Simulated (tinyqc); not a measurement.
Four-point probe, van der Pauw, Hall and spreading-resistance readings of a semiconductor layer: one step, computed by the program tinyqc. Command: `OMP_NUM_THREADS=1 python tinyqc.py 3110306 3110307 out.jsonl probe walk`. One thread of a shared host (Intel(R) Xeon(R) Processor @ 2.30GHz), about 0.01 s of CPU time with the checks.

The layer is uniform and ohmic; contacts are points unless a radius is given.

Question. Spreading resistance. Flat disc contact with the current density of a half-space: R = (rho/(4 a)) c, c = (4/pi) int_0^infinity K(x t/a) sin(x) J1(x)/x^2 dx for a conducting backing, K = tanh, with the voltage averaged over the disc; c tends to 1 for t >> a.

Inputs (values chosen for the exercise, modelled on p-type silicon): layer thickness t = 1800 micrometre; radius a of the spreading-resistance contact = 13 micrometre.

Backing of the layer: conducting.

resistivity rho = 10.98084 ohm cm

Give: rho/(4 a); factor c; spreading resistance; column estimate rho t/(pi a^2).

Answer.

rho/(4 a) = 2112 ohm

factor c = 0.9968

spreading resistance = 2105 ohm

column estimate rho t/(pi a^2) = 3.723e+05 ohm
